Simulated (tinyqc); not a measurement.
From results back to parameters: carrier statistics of a doped semiconductor with parabolic bands. Three cases, with inputs chosen for the exercise.

Problem. ni^2 = C^2 (T/300 K)^3 exp(-Eg(T)/kB T) with Eg(T) = Eg0 - al T^2/(T + be). Two intrinsic densities were computed from hidden Eg0 and C = sqrt(Nc Nv) at 300 K.

Constants: kB = 8.617333262e-05 eV/K.

Case 1.

Values chosen (near those of Ge; not measured data):
- al = 0.000489 eV/K (Varshni alpha)
- be = 224 K (Varshni beta)
- T1 = 270 K
- T2 = 520 K

ni(T1) = 3.56725e+12 1/cm^3
ni(T2) = 3.10382e+16 1/cm^3

Case 2.

Values chosen (near those of Ge; not measured data):
- al = 0.000503 eV/K (Varshni alpha)
- be = 225 K (Varshni beta)
- T1 = 260 K
- T2 = 540 K

ni(T1) = 1.40800e+12 1/cm^3
ni(T2) = 4.14537e+16 1/cm^3

Case 3.

Values chosen (near those of Ge; not measured data):
- al = 0.000482 eV/K (Varshni alpha)
- be = 234 K (Varshni beta)
- T1 = 250 K
- T2 = 440 K

ni(T1) = 7.57486e+11 1/cm^3
ni(T2) = 4.41949e+15 1/cm^3

Find: Eg0; C.

Solution. y(T) = 2 ln ni - 3 ln(T/300) - al T/((T + be) kB) equals 2 ln C - Eg0/(kB T), a straight line in 1/T; two points give slope and intercept.

Case 1.

Eg0 = 0.741 eV
C = 7.30e+18 1/cm^3

Case 2.

Eg0 = 0.752 eV
C = 7.04e+18 1/cm^3

Case 3.

Eg0 = 0.743 eV
C = 7.18e+18 1/cm^3

Computed by tinyqc, one run a case: `OMP_NUM_THREADS=1 python tinyqc.py N N+1 out.jsonl` with N = 1682083, 1682195, 1682237; one thread of a shared Intel(R) Xeon(R) Processor @ 2.30GHz, about 0.01 s a run at most.
